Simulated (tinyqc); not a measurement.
Wafer bonding and layer transfer: bond energy, gap closing, particles, bonding of dissimilar wafers and hydrogen blisters: one step, computed by the program tinyqc. Command: `OMP_NUM_THREADS=1 python tinyqc.py 3031655 3031656 out.jsonl bond walk`. One thread of a shared host (Intel(R) Xeon(R) Processor @ 2.30GHz), about 0.04 s of CPU time with the checks.

gamma is the energy per area of each of the two surfaces; plates are isotropic, and both wafers have E1 and t1.

Task: Bond energy from the blade test. Two cantilevers opened by t_b: gamma = 3 t_b^2 E1 t1^3 E2 t2^3/(16 L^4 (E1 t1^3 + E2 t2^3)).

Inputs (values chosen for the exercise, with wafer 1 close to silicon):

| quantity | value | unit |
|---|---|---|
| Young's modulus E1 | 157 | GPa |
| thickness t1 | 725 | micrometre |
| blade thickness t_b | 100 | micrometre |
| crack length L | 22 | mm |

Pair: two equal wafers.

Give: bond energy gamma.

Result:

bond energy gamma = 0.23944 J/m^2

An error of 5 % in L changes gamma by about 20 %. This is the level of van der Waals or hydrogen bonds, as after contact at room temperature.
